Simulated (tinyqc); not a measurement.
Off-state leakage of single and stacked transistors: leakage components against the temperature.

n-channel devices of unit width. Subthreshold current I(Vg, Vs, Vd) = I0 (T/300 K)^0.5 exp[(Vg - Vs - VT(T) - gb (Vs - Vb) + dd (Vd - Vs))/(nf Vt)] (1 - exp(-(Vd - Vs)/Vt)), VT(T) = VT - cT (T - 300 K). Gate-edge tunnelling Ig (Vd/1 V) exp(ag (Vd - 1 V)), for a gate at 0 V, and band-to-band leakage Ab u exp(-Bb/u), u = Vd - Vb + 1 V, flow at a drain held at V; both are taken as independent of T. In a stack of off transistors (all gates at 0 V) the same subthreshold current passes through each.

One transistor with Vg = Vs = 0, Vd = V; stack factor I(one)/I(two in series).

Parameters, values chosen for the exercise; values of the order met in bulk silicon logic transistors: supply voltage V = 1.2 V; threshold at 300 K, zero drain and body bias VT = 0.48 V; fall of the threshold with temperature cT = 0.7 mV/K; current at threshold at 300 K I0 = 0.61 uA/um; slope factor nf = 1.3; drain-induced lowering per volt dd = 0.15; rise of the threshold per volt of source-body bias gb = 0.22; gate-edge tunnelling current at 1 V Ig = 1e-6 uA/um; exponential slope of the gate current ag = 3.1 1/V; prefactor of band-to-band leakage at the drain Ab = 100 uA/(um V); its exponential voltage Bb = 25 V; body voltage Vb = 0 V.

Constants: q = 1.602176634e-19 C, kB = 1.380649e-23 J/K, Vt = kB T/q. Results are converted to the units shown.

The same in every row: gate edge (nA/um) = 0.002231; band-to-band (nA/um) = 2.554.

Leakage components against the temperature:
```
T (K)  subthreshold (nA/um)  total (nA/um)  stack factor  largest part
250                0.003555          2.560         329.2  band-to-band
275                 0.01952          2.576         194.9  band-to-band
300                 0.08102          2.637         126.0  band-to-band
325                  0.2710          2.827         87.28  band-to-band
350                  0.7648          3.321         63.78  band-to-band
375                   1.884          4.441         48.66  band-to-band
400                   4.156          6.712         38.45  subthreshold
425                   8.367          10.92         31.27  subthreshold
```

What does the comparison show?

As T goes from 250 to 425, the total leakage rises from 2.56 to 10.9 nA/um. The band-to-band part leads at T = 250, the subthreshold part from 400 on. The subthreshold part doubles every 24.8 K between the last two rows. The reduction by a stack of two falls from 329 to 31.3, for the subthreshold part alone.

tinyqc, about 0.03 s, one thread, Intel Xeon 2.30GHz (shared host): `OMP_NUM_THREADS=1 python tinyqc.py 2242166 2242167 out.jsonl`
